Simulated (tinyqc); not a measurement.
Field-effect mobility of a thin-film transistor with band-tail and deep states (multiple trapping): one step, computed by the program tinyqc.

A thick film in accumulation at small drain voltage. Only free electrons move; trapped ones still screen the gate. N_c and mu_0 are held fixed when T changes, leaving out the T^(3/2) growth of N_c. x = E_0 - psi is the distance of the Fermi level below the band edge.

Question. Free and trapped densities. F_j(eta) = int_0^infinity x^j/(1 + exp(x - eta)) dx, without a gamma-function factor. Integrals over x = E/(k_B T) use 160 Gauss-Legendre points in u = sqrt(x) from 0 to sqrt(max(eta, 0) + 32). Free n(x) = N_c (2/sqrt(pi)) F_1/2(-x/k_B T), with F_1/2 from its two-term series in exp(-x/k_B T) for x >= 12 k_B T; tail n_t(x) = int_0^1.2eV g_t exp(-E/E_t)/(1 + exp((x - E)/k_B T)) dE, E counted down from the edge, 120 Gauss-Legendre points; space charge rho(psi) = n + n_t less its value at psi = 0.

Inputs (values chosen for the exercise, modelled on polycrystalline silicon):
```
quantity                           value         unit
effective density of states N_c  3.1e+19       1/cm^3
tail density at the edge g_t     1.1e+21  1/(eV cm^3)
tail width E_t                        59          meV
temperature T                        250            K
```

Deep states: none.

Constants: k_B = 8.617333262e-05 eV/K.

Give: Local densities at x = 0.4, 0.3, 0.2, 0.15, 0.1, 0.05, 0 and -0.05 eV.

Answer.

Local densities at x = 0.4, 0.3, 0.2, 0.15, 0.1, 0.05, 0 and -0.05 eV:
```
x (eV)  n (1/cm^3)  n_t (1/cm^3)  n/(n + n_t)
0.40     2.677e+11     9.283e+16    2.884e-06
0.30     2.777e+13     5.055e+17    5.494e-05
0.20     2.881e+15     2.750e+18    1.047e-03
0.15     2.933e+16     6.390e+18    4.569e-03
0.10     2.978e+17     1.464e+19    1.994e-02
0.05     2.943e+18     3.146e+19    8.555e-02
0.00     2.372e+19     5.354e+19    3.070e-01
-0.05    1.028e+20     6.329e+19    6.189e-01
```

E_t/k_B T = 2.74: deep in the tail n_t follows exp(-x/E_t), more slowly than n, so the free share grows as the Fermi level rises.
